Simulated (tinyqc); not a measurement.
## Hot electrons in a saturated n-channel MOSFET, lucky-electron model: effect of the oxide thickness

Beyond pinch-off the lateral field grows as Esat cosh(y/l) over the velocity-saturated region (pseudo-two-dimensional model). Impact ionisation in this region gives the substrate current, which biases the body forward through Rsub. Currents are per width. Local-field laws: they overstate ionisation when the field peak is narrower than an energy relaxation length.

Cox = 3.9 eps0/tox, l = sqrt(3 tox xj), Esat = 2 vs/mu. Overdrive g = Vg - VT + kb Vb; Vdsat = g Esat L/(g + Esat L); Id = Cox vs (g - Vdsat); dV = Vd - Id Rd - Vdsat; Em = sqrt((dV/l)^2 + Esat^2); Isub = Id (Ai/Bi) l Em exp(-Bi/Em). Vb = Rsub Isub is solved self-consistently. Lifetime tau = (Hl/Id)(Isub/Id)^(-m); 1 year = 3.15576e7 s.

Inputs (values chosen for the exercise); values close to those of silicon n-channel devices: channel length L = 0.25 um; junction depth xj = 78 nm; threshold VT = 0.63 V; effective mobility mu = 350 cm^2/(V s); saturation velocity vs = 7.4e6 cm/s; ionisation prefactor Ai = 2e6 1/cm; ionisation field Bi = 1.81 MV/cm; resistance of the lightly doped drain Rd = 200 ohm um; substrate resistance Rsub = 9300 ohm um; fall of VT per volt of forward body bias kb = 0.48; lifetime exponent m = 2.8; lifetime constant Hl = 18000 s uA/um; drain voltage Vd = 2.1 V; gate voltage Vg = 1 V.

Constants: eps0 = 8.8541878128e-14 F/cm where lengths are in cm. Results are converted to the units shown.

Effect of the oxide thickness:

| tox (nm) | Id (uA/um) | Em (MV/cm) | Isub (uA/um) | Isub/Id | tau (years) |
|---|---|---|---|---|---|
| 3.1 | 101.46 | 0.66051 | 12.874 | 0.12689 | 0.0018210 |
| 3.8 | 74.775 | 0.60287 | 7.3783 | 0.098673 | 0.0049964 |
| 4.7 | 56.734 | 0.54580 | 4.1179 | 0.072583 | 0.015560 |
| 5.8 | 44.297 | 0.49354 | 2.2733 | 0.051320 | 0.052601 |
| 7.2 | 34.906 | 0.44445 | 1.1986 | 0.034340 | 0.20561 |
| 8.9 | 27.899 | 0.40079 | 0.61643 | 0.022095 | 0.88423 |
| 11 | 22.426 | 0.36135 | 0.30336 | 0.013527 | 4.3456 |

What does the comparison show?

As tox goes from 3.1 to 11 nm, Em falls from 0.661 to 0.361 MV/cm, Isub falls from 12.9 to 0.303 uA/um and tau rises from 0.00182 to 4.35 years. From the first row to the last, log10(tau) changes by 3.4: 2.7 from (Isub/Id)^(-m), which holds Em and l, and 0.66 from 1/Id. At tox = 3.1 nm Isub/Id passes 0.1, where multiplication of the secondary carriers, left out here, counts.

tinyqc, about 0.01 s, one thread, Intel Xeon 2.30GHz (shared host): `OMP_NUM_THREADS=1 python tinyqc.py 2550139 2550140 out.jsonl`
